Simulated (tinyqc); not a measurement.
From results back to parameters: eight-band Kane k.p model. Five cases, with inputs chosen for the exercise.

Problem. In the Kane model 1/m = A_r + Ep (Eg + 2 Dso/3)/(Eg (Eg + Dso)) and the Roth formula gives g* = 2 - 2 Ep Dso/(3 Eg (Eg + Dso)). The mass and the g factor below were computed from hidden Ep and Dso.

Find: X; Y; Ep; Dso.

Method. Let X = 1/m - A_r and Y = (2 - g*)/2. Then X + Y = Ep/Eg and X - 2 Y = Ep/(Eg + Dso).

Case 1.

Values chosen (out of a larger set: near those of AlAs; not measured data): Eg = 3.128 eV (gap at Gamma to the s-like level); A_r = 1 (remote-band term in 1/m).

m = 0.1322402 m0
g* = 1.63295

Solution.

X = 6.562
Y = 0.184
Ep = 21.10 eV
Dso = 0.278 eV

Case 2.

Values chosen (out of a larger set: near those of AlAs; not measured data): Eg = 3.1 eV (gap at Gamma to the s-like level); A_r = 1 (remote-band term in 1/m).

m = 0.1317701 m0
g* = 1.62956

Solution.

X = 6.589
Y = 0.185
Ep = 21.00 eV
Dso = 0.277 eV

Case 3.

Values chosen (out of a larger set: near those of GaP; not measured data): Eg = 2.927 eV (gap at Gamma to the s-like level); A_r = 1 (remote-band term in 1/m).

m = 0.0869955 m0
g* = 1.80758

Solution.

X = 10.495
Y = 0.096
Ep = 31.00 eV
Dso = 0.082 eV

Case 4.

Values chosen (out of a larger set: near those of InSb; not measured data): Eg = 0.236 eV (gap at Gamma to the s-like level); A_r = 1 (remote-band term in 1/m).

m = 0.0135328 m0
g* = -48.82058

Solution.

X = 72.895
Y = 25.410
Ep = 23.20 eV
Dso = 0.815 eV

Case 5.

Values chosen (out of a larger set: near those of GaSb; not measured data): Eg = 0.831 eV (gap at Gamma to the s-like level); A_r = -0.8 (remote-band term in 1/m).

m = 0.0384622 m0
g* = -8.42021

Solution.

X = 26.800
Y = 5.210
Ep = 26.60 eV
Dso = 0.793 eV

Computed by tinyqc, one run a case: `OMP_NUM_THREADS=1 python tinyqc.py N N+1 out.jsonl` with N = 1050999, 1051046, 1051093, 1051167, 1051176; one thread of a shared Intel(R) Xeon(R) Processor @ 2.30GHz, about 0.01 s a run at most.
